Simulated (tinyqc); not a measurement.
Impurity band of shallow donors (Hubbard estimate): sweeps and comparisons. A value that a table varies takes the place of the one given here.

Constants: e^2/(4 pi eps0) = 14.39964547 eV angstrom.

Inputs chosen for the exercise (near those of two donors in GaAs; the results hold for these values, not for the real material): a = 88.1 angstrom (orbital radius); eps = 13.2 (dielectric constant); Ns = (0.00024, 0.0006, 0.0015, 0.0036, 0.0085, 0.018, 0.036) x 1e18/cm^3 (donor densities); R = 386 angstrom (separation).

## From lone donors to an impurity band

Donors on a simple cubic lattice of spacing R = N^(-1/3) (1/angstrom^3 = 1e24/cm^3), Ha* = q/(eps a), q = e^2/(4 pi eps0), x = R/a. Hopping t = Ha* (1 + x) exp(-x), band width B = 12 t, on-site repulsion U = (5/8) Ha*; the gap closes near B/U = 1.15. Valley factors and disorder are left out.

Results:

| N (1e18/cm^3) | R (angstrom) | N^(1/3) a | t (meV) | B (meV) | B/U |
|---|---|---|---|---|---|
| 0.00024 | 1609.1 | 0.055 | 2.79e-06 | 3.34e-05 | 4.32e-06 |
| 0.00060 | 1185.6 | 0.074 | 0.000256 | 0.00307 | 0.000397 |
| 0.0015 | 873.6 | 0.101 | 0.00668 | 0.0801 | 0.0104 |
| 0.0036 | 652.5 | 0.135 | 0.0632 | 0.759 | 0.0981 |
| 0.0085 | 490.0 | 0.180 | 0.312 | 3.75 | 0.484 |
| 0.018 | 381.6 | 0.231 | 0.868 | 10.4 | 1.35 |
| 0.036 | 302.9 | 0.291 | 1.77 | 21.2 | 2.74 |

B/U passes 1.15 between 0.0085 and 0.018 x 1e18/cm^3; the root is x = 4.52, N^(1/3) a = 0.221, N = 0.016 x 1e18/cm^3, below the 0.026 that the empirical rule N^(1/3) a = 0.26 gives; the estimate is rough, since random positions, the overlap of the orbitals and screening are left out. While N grows by 150 times, t grows by 6.34e+05 times.

## What each parameter does (pair of shallow donors (hydrogen-like orbitals))

Each donor has the orbital exp(-r/a); energy unit Ha* = q/(eps a), q = e^2/(4 pi eps0), so that a lone donor is bound by Ha*/2; x = R/a. One electron: S = (1 + x + x^2/3) exp(-x), j = 1/x - (1 + 1/x) exp(-2x), k = (1 + x) exp(-x); levels E(+/-) = -1/2 - (j +/- k)/(1 +/- S) in Ha*, without the repulsion of the ions, split by D = |E(-) - E(+)|.

Two electrons, Heitler-London: with S' = (1 - x + x^2/3) exp(x), C = 1/x - exp(-2x)(1/x + 11/8 + 3x/4 + x^2/6), X = (1/5){exp(-2x)(25/8 - 23x/4 - 3x^2 - x^3/3) + (6/x)[S^2 (0.5772157 + ln x) + S'^2 Ei(-4x) - 2 S S' Ei(-2x)]}, Q = C - 2j + 1/x and A = X - 2 S k + S^2/x, the singlet and triplet lie at (Q +/- w A)/(1 +/- w S^2) from two lone donors, with the valley weight w = 1 (one valley); the exchange is J = triplet - singlet.

x, D = |E(-) - E(+)| and J. Each row changes one parameter from the base and keeps the others.

Results:

| case | x | D (meV) | J (micro-eV) |
|---|---|---|---|
| base | 4.381 | 0.8533 | 142 |
| a = 79.3 angstrom | 4.868 | 0.6508 | 75.1 |
| eps = 14.5 | 4.381 | 0.7768 | 129 |
| R = 444 angstrom | 5.040 | 0.5116 | 51.8 |

The largest shifts from the base row, up to three for each result and ties (the steps differ in size, so this ranks the rows, not the parameters). x: R +0.658, a +0.486; unchanged at the printed digits by eps. D (meV): R -0.342, a -0.203, eps -0.0765. J (micro-eV): R -90.0, a -66.6, eps -12.7.

(tinyqc, `OMP_NUM_THREADS=1 python tinyqc.py 1252235 1252236 out.jsonl`, Intel(R) Xeon(R) Processor @ 2.30GHz, 1 thread, shared host, about 0.01 s.)
